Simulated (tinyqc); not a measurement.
Charge stability of a double quantum dot, constant-interaction model with a charge sensor: one step of the calculation.

Capacitance matrix C = [[C1, -Cm], [-Cm, C2]], C1 = G1 + X1 + Cm + L1, C2 = G2 + X2 + Cm + L2. Gate charges n1 = (G1 V1 + X1 V2)/q, n2 = (X2 V1 + G2 V2)/q. The state (N1, N2) has U = (1/2) d^T E d with d = (N1 - n1, N2 - n2) and E = q^2 C^(-1). Leads at 0 V; no tunnel coupling, spin or level spacing. The sensor reads s1 <N1> + s2 <N2>.

Problem. Charging energies and lever arms. E = q^2 C^(-1) holds EC1, EC2 on the diagonal and ECm off it; the lever arms are A = C^(-1) [[G1, X1], [X2, G2]] (row: dot, column: gate).

Values chosen for this exercise:
- G1 = 2.3 aF (gate 1 to dot 1)
- G2 = 2.4 aF (gate 2 to dot 2)
- X1 = 0.28 aF (gate 2 to dot 1)
- X2 = 0.27 aF (gate 1 to dot 2)
- Cm = 2.9 aF (between the dots)
- L1 = 8.4 aF (dot 1 to leads and ground)
- L2 = 7.7 aF (dot 2 to leads and ground)
- V1 = 102 mV (voltage of gate 1)
- V2 = 58.6 mV (voltage of gate 2)

Constants: q = 1.602176634e-19 C. Results are converted to the units shown.

Give: C; E; lever arms; gate charges.

Solution.

C (aF):
```
       1      2
1  13.88   -2.9
2   -2.9  13.27
```

E (meV):
```
        1       2
1  12.095   2.643
2   2.643  12.651
```

lever arms (eV/V):
```
         1        2
1  0.17809  0.06073
2  0.05927  0.19413
```

gate charges: n1 1.5667, n2 1.0497

ECm is 21.4 % of the geometric mean of EC1 and EC2.

tinyqc, about 0.01 s, one thread, Intel Xeon 2.30GHz (shared host): `OMP_NUM_THREADS=1 python tinyqc.py 2470135 2470136 out.jsonl`
